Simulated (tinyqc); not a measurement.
## Depletion-mode phase shifter in a rib waveguide and its Mach-Zehnder modulator: effect of the acceptor density

A lateral p-n junction at x0 in a waveguide whose mode intensity is a Gaussian of rms width s about x = 0; p side at smaller x. Reverse bias removes carriers and raises the index. Abrupt junction, doping uniform over the whole mode, lumped electrode (no travelling-wave effects).

Free-carrier changes (empirical, N and P in cm^-3): |dn| = 8.5e-18 P^0.8 for holes, 8.8e-22 N for electrons; absorption 6e-18 P and 8.5e-18 N in 1/cm. W = sqrt(2 eps0 eps_r (Vb + V)(1/Na + 1/Nd)/q); edges xp = x0 - W Nd/(Na + Nd), xn = x0 + W Na/(Na + Nd); F(x) = [1 + erf(x/(sqrt(2) s))]/2. dneff = G {dn_h [F(xp(0)) - F(xp(V))] + dn_e [F(xn(V)) - F(xn(0))]}; VpiL = lam V/(2 dneff); loss = a0 + 4.343 G {a_h F(xp) + a_e [1 - F(xn)]} dB/cm at V; C = eps0 eps_r hr/W + Cf; fRC = 1/(2 pi Rs C).

Values chosen for this exercise; values close to those of silicon near 1550 nm: wavelength lam = 1550 nm; relative permittivity of the semiconductor eps_r = 11.7; donor density Nd = 7e17 cm^-3; built-in voltage Vb = 0.93 V; rms width of the lateral mode intensity s = 130 nm; junction offset towards the n side x0 = 0 nm; vertical confinement times ng/n G = 0.76; rib height hr = 220 nm; fringe capacitance Cf = 24 pF/m; series resistance Rs = 7.3 ohm mm; reverse bias V = 3 V; passive loss a0 = 1.7 dB/cm.

Constants: q = 1.602176634e-19 C, eps0 = 8.8541878128e-14 F/cm where lengths are in cm. Results are converted to the units shown.

Result of one run:
```
dneff     VpiL (V cm)  loss (dB/cm)  VpiL x loss (V dB)  C (pF/m)  fRC (GHz)
1.591e-4        1.462         15.78               23.07     233.1      93.53
```

Which acceptor density Na gave this result: 5e16, 3.3e17, 1.1e18, 2.1e18 or 4e18 cm^-3?

Na = 1.1e18 cm^-3.

The whole series:
```
Na (cm^-3)     dneff  VpiL (V cm)  loss (dB/cm)  VpiL x loss (V dB)  C (pF/m)  fRC (GHz)
5e16        3.318e-5        7.007         10.21               71.54     93.06      234.3
9.4e16      6.059e-5        3.838         9.854               37.82     116.0      187.9
1.7e17      9.177e-5        2.534         9.673               24.51     142.2      153.3
3.3e17      1.246e-4        1.866         10.09               18.82     175.4      124.3
6.1e17      1.471e-4        1.581         11.80               18.65     206.5      105.6
1.1e18      1.591e-4        1.462         15.78               23.07     233.1      93.53
2.1e18      1.624e-4        1.432         24.97               35.76     255.6      85.28
4e18        1.586e-4        1.466         43.33               63.53     270.8      80.52
```

As Na goes from 5e16 to 4e18 cm^-3, VpiL goes from 7.01 through a minimum of 1.43 (at Na = 2.1e18 cm^-3 among the rows listed) to 1.47 V cm, the loss goes from 10.2 through a minimum of 9.67 (at Na = 1.7e17 cm^-3 among the rows listed) to 43.3 dB/cm, their product goes from 71.5 through a minimum of 18.7 (at Na = 6.1e17 cm^-3 among the rows listed) to 63.5 V dB and fRC falls from 234 to 80.5 GHz. Rs is held fixed, though in a real device it falls with doping. For Na = 1.1e18 to 4e18 cm^-3 the peak field passes 0.7 MV/cm, near breakdown of such junctions.

Computed by the program tinyqc: `OMP_NUM_THREADS=1 python tinyqc.py 2650135 2650136 out.jsonl`, one thread of a shared Intel Xeon 2.30GHz, about 0.01 s for the whole run.
